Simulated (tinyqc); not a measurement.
# Which input was changed?

Model: Born-von Karman spring model of a cubic crystal with one atom per cell. Computed by tinyqc, a small Python program. Command: `OMP_NUM_THREADS=1 python tinyqc.py 3024556 3024557 out.jsonl springs which`. One thread of a shared host (Intel(R) Xeon(R) Processor @ 2.30GHz), about 0.7 s of CPU time with the checks.

First neighbours lie at a (1,0,0) (6 of them), second at a (1,1,0) (12), with all permutations and signs; the volume per atom is Omega = a^3.

Inputs (values chosen for the exercise, for a model crystal):
```
quantity                value           unit
lattice constant a       3.92       angstrom
atomic mass M             119              u
radial spring k1L       0.735  eV/angstrom^2
transverse spring k1T   0.019  eV/angstrom^2
radial spring k2L        0.13  eV/angstrom^2
transverse spring k2T  0.0075  eV/angstrom^2
mesh divisions n           10              -
temperature T              77              K
```

Lattice: sc.

Constants: 1 eV/angstrom^3 = 160.2176634 GPa; u = 1.6605390666e-27 kg; nu for 1 eV/(angstrom^2 u) = 15.6333042 THz; h x 1 THz = 4.135667696 meV; k_B = 8.617333262e-05 eV/K; hbar^2/u = 4.18015928e-03 eV angstrom^2; hbar = 1.054571817e-34 J s; k_B = 1.380649e-23 J/K.

Method:
- [ij,kl] = (1/(2 Omega)) sum_R K_ij R_k R_l; C11 = [xx,xx], C44 = [xx,yy], C12 = 2 [xy,xy] - C44; B = (C11 + 2 C12)/3; Zener ratio A = 2 C44/(C11 - C12). K(R) = kL n n^T + kT (1 - n n^T).
- rho = M/Omega and v = sqrt(C/rho), with C = C11, C44, C44 along [100]; (C11 + C12 + 2 C44)/2, C44, (C11 - C12)/2 along [110]; (C11 + 2 C12 + 4 C44)/3 and twice (C11 - C12 + C44)/3 along [111].
- A neighbour at R with unit vector n couples by the matrix K(R) = kL n n^T + kT (1 - n n^T), and D(q) = (1/M) sum_R K(R) [1 - cos(q.R)].
- An eigenvalue lambda of D in eV/(angstrom^2 u) gives nu = 15.6333042 THz x sqrt(lambda).
- Mesh: q = sum_i (m_i + 1/2)/n b_i, m_i = 0..n-1, with b = [[1.0, 0.0, 0.0], [0.0, 1.0, 0.0], [0.0, 0.0, 1.0]] in 2 pi/a; sums are averages over the n^3 points, per atom.
- With x = h nu/(k_B T) and n = 1/(exp(x) - 1) for each mode: F = k_B T [x/2 + ln(1 - exp(-x))], U = k_B T x (n + 1/2), S/k_B = x n - ln(1 - exp(-x)), C/k_B = x^2 n (n + 1).
- <u_x^2> = (1/3) sum over modes of hbar^2/(2 M h nu) coth(x/2); zero-point energy = sum h nu/2. <u_x^2> converges slowly with the mesh, from below, with an error of order 1/n.
- Christoffel matrix G_xx = C11 n_x^2 + C44 (1 - n_x^2), G_xy = (C12 + C44) n_x n_y, with eigenvalues rho v^2; v_m^-3 is the mean of v^-3 over three branches and all directions (12 Gauss-Legendre points in cos(theta) times 24 angles phi = (j + 1/2) pi/12); q_D = (6 pi^2/Omega)^(1/3); Theta = hbar v_m q_D/k_B.

Question. One of these inputs alone was changed, within the range given: lattice constant a (1.96 to 7.84); atomic mass M (59.5 to 238); radial spring k1L (0.3675 to 1.47); transverse spring k1T (0.0095 to 0.038). Which one, and to what value?

Results:
```
run     <u_x^2> (angstrom^2)  elastic Debye temperature (K)  C11 (GPa)
before           0.005495515                       147.2737   41.28057
after            0.005568161                       146.0211   41.28057
```

Answer.

Each candidate set to reproduce <u_x^2>, and what it then gives:
```
candidate                               range searched  value needed  elastic Debye temperature (K)  C11 (GPa)
lattice constant a (angstrom)             1.96 to 7.84     no effect                              -          -
atomic mass M (u)                          59.5 to 238         101.3                         159.61     41.281
radial spring k1L (eV/angstrom^2)       0.3675 to 1.47        0.7122                         146.64     40.349
transverse spring k1T (eV/angstrom^2)  0.0095 to 0.038       0.01470                         146.02     41.281
```

Only transverse spring k1T fits every result: it went from 0.019 to 0.0147 eV/angstrom^2. The next best candidate, radial spring k1L, misses one result by 2.3 %.
